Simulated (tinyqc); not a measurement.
Inside a calculation. Model: an infinitely deep well in a field (quantum-confined Stark shift), Airy functions.

tinyqc, about 0.03 s, one thread, Intel Xeon 2.30GHz (shared host): `OMP_NUM_THREADS=1 python tinyqc.py 2580133 2580134 out.jsonl` Printed values are rounded.

Hard walls at x = -L/2 and +L/2; between them U(x) = -F x (eV, zero at the centre). C = hbar^2/(2 m0), e = (C F^2/m1)^(1/3), z1 = (F L/2 - E)/e at the left wall and z2 = (-F L/2 - E)/e at the right wall. Levels are the roots of D(E) = Ai(z1) Bi(z2) - Ai(z2) Bi(z1).

Values chosen for this exercise:

| symbol | value | unit | meaning |
|---|---|---|---|
| m1 | 0.086 | m0 | mass |
| L | 17.9 | nm | well width |
| F | 0.0011 | V/nm | field |
| n | 1 |  | level sought |

Constants: q = 1.602176634e-19 C, hbar = 1.054571817e-34 J s, m0 = 9.1093837015e-31 kg, hbar^2/(2 m0) = 0.0380998212 eV nm^2. Results are converted to the units shown.

## Level without field and second-order shift

E_n(0) = C (n pi/L)^2/m1; second-order shift m1 F^2 L^4 (1 - 15/(pi n)^2)/(48 C pi^2 n^2).

E_n(0) = 0.0136464 eV
second-order shift = -0.307669 meV
F L/E_1(0) = 1.44287

## Step 1: secant step for the level

first trial energy = 0.0136 eV
second trial energy = 0.0129 eV

Secant step from the last two trial energies, E_a the older and E_b the newer: next = E_b - D(E_b) (E_b - E_a)/(D(E_b) - D(E_a)).

D(E_a) = 0.00739147
D(E_b) = -0.0129949
third trial energy = 0.0133462 eV

## Step 2: secant step for the level

As before.

D(E_a) = -0.0129949
D(E_b) = 1.79205e-4
fourth trial energy = 0.0133401 eV

## Course of the secant iteration

Stop when E changes by less than 1e-10 eV and the root is level n (n - 1 nodes between the walls). E_a and E_b start as the two trial energies.

Course of the iteration:
```
step,E (eV),change (eV)
1,0.0133462,4.46e-4
2,0.0133401,6.07e-6
3,0.0133400,1.47e-7
4,0.0133400,5.01e-11
```

Converged in 4 steps to level 1.

## Stark shift

Exact shift E_n(F) - E_n(0), and the mean position <x> = -dE_n/dF. E_n(0) = C (n pi/L)^2/m1; second-order shift m1 F^2 L^4 (1 - 15/(pi n)^2)/(48 C pi^2 n^2).

E_n = 0.0133400 eV
shift = -0.306418 meV
<x> = 0.55487 nm

The second-order estimate is 0.41 % above the exact shift in size.
